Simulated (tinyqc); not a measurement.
# Isotype n-N heterojunction, non-linear Poisson equation by Newton steps, Fermi-Dirac statistics: starts and damping rules compared

One dimension, material 1 (n-type) at x < 0 and material 2 (n-type) at x > 0. Band edges: Ec = -psi in material 1 and -psi + dEc in material 2, Ev = Ec - Eg. Equilibrium, Fermi level at 0. n = Nc F((EFn - Ec)/Vt), p = Nv F((Ev - EFp)/Vt), with F(eta) = F_1/2(eta) = (2/sqrt(pi)) int_0^infinity sqrt(u) du/(1 + exp(u - eta)) (Fermi-Dirac statistics); full ionisation, no interface charge, classical densities; the doping types are chosen for the exercise.

a_i = eps0 eps_r/h_i for the interval from node i to i + 1, with h_i = x_(i+1) - x_i in cm.

n_i = Nc F(a_n), a_n = (V - Ec_i)/Vt; p_i = Nv F(a_p), a_p = (Ec_i - Eg)/Vt; rho_i = p_i - n_i + C_i with C = +N1 or +N2; g_i = (Nc F'(a_n) + Nv F'(a_p))/Vt with F' = F_-1/2(eta) = (1/sqrt(pi)) int_0^infinity u^(-1/2) du/(1 + exp(u - eta)). Box widths w_i = (h_(i-1) + h_i)/2 in cm. Residual F_i = a_i (psi_(i+1) - psi_i) - a_(i-1) (psi_i - psi_(i-1)) + q rho_i w_i; Jacobian: a_(i-1) and a_i beside the diagonal, b_i = -a_(i-1) - a_i - q g_i w_i on it. The two end nodes are fixed.

Iterations until the largest undamped |d| is below 1e-9 V (the last, tiny step is counted), with a cap of 100; "overflow" would mean that an exponential left the range of double precision. Starts:
- neutral: psi_L on the nodes of material 1 and psi_R on those of material 2.
- smooth: psi_L + (psi_R - psi_L)(1 + tanh(x/s))/2 on the inner nodes with s = 45 nm, psi_L and psi_R on the ends.
- linear: A straight line in x from psi_L to psi_R.

Rules for the step d, which solves the tridiagonal system a_(i-1) d_(i-1) + b_i d_i + a_i d_(i+1) = -F_i:
- full Newton steps: the full step is added.
- logarithmic damping: each component d is damped to sign(d) Vt ln(1 + |d|/Vt) before it is added.
- steps capped at 4 Vt: if the largest |d| exceeds 4 Vt, the whole step is scaled down so that it equals 4 Vt.
- halved steps: half of the step is added while the largest |d| exceeds 1.5 Vt, the full step after that.

Inputs (values chosen for the exercise); band and dielectric values those of a made-up pair:
- T = 300 K (temperature)
- Eg1 = 1.31 eV (band gap of material 1)
- er1 = 12.8 (relative permittivity of material 1)
- Nc1 = 4.27e17 cm^-3 (conduction-band density of states of material 1)
- Nv1 = 9.5e18 cm^-3 (valence-band density of states of material 1)
- Eg2 = 1.62 eV (band gap of material 2)
- er2 = 13.7 (relative permittivity of material 2)
- Nc2 = 7.24e17 cm^-3 (conduction-band density of states of material 2)
- Nv2 = 1.06e19 cm^-3 (valence-band density of states of material 2)
- dEc = 0.3 eV (conduction-band offset Ec2 - Ec1)
- N1 = 2.4e16 cm^-3 (donor density of material 1)
- N2 = 6.2e16 cm^-3 (donor density of material 2)
- V = 0 V (bias of side 1 against side 2)

Constants: q = 1.602176634e-19 C, kB = 1.380649e-23 J/K, Vt = kB T/q, eps0 = 8.8541878128e-14 F/cm where lengths are in cm. Results are converted to the units shown.

```
node  x (nm)  material
0       -302         1
1       -180         1
2       -104         1
3      -55.4         1
4      -25.1         1
5         -6         1
6          6         2
7       26.8         2
8         63         2
9        126         2
10       235         2
```

eps_r, interval 0 to 9: 12.8  12.8  12.8  12.8  12.8  13.2347  13.7  13.7  13.7  13.7
psi_L = -0.0739076 V
psi_R = 0.237246 V

Iterations needed:
```
         full Newton steps  logarithmic damping  steps capped at 4 Vt  halved steps
neutral                  8                   10                     7             8
smooth                   6                    8                     6             7
linear                  10                   11                     9             9
```

What does the table show?

The fewest iterations, 6, are needed by full Newton steps from the smooth start and steps capped at 4 Vt from the smooth start. Every pairing converges. Lowest count for the worst start: steps capped at 4 Vt, at most 9 iterations.

Numbers from tinyqc (`OMP_NUM_THREADS=1 python tinyqc.py 2040114 2040115 out.jsonl`; about 0.2 s on one thread of a shared Intel Xeon 2.30GHz).
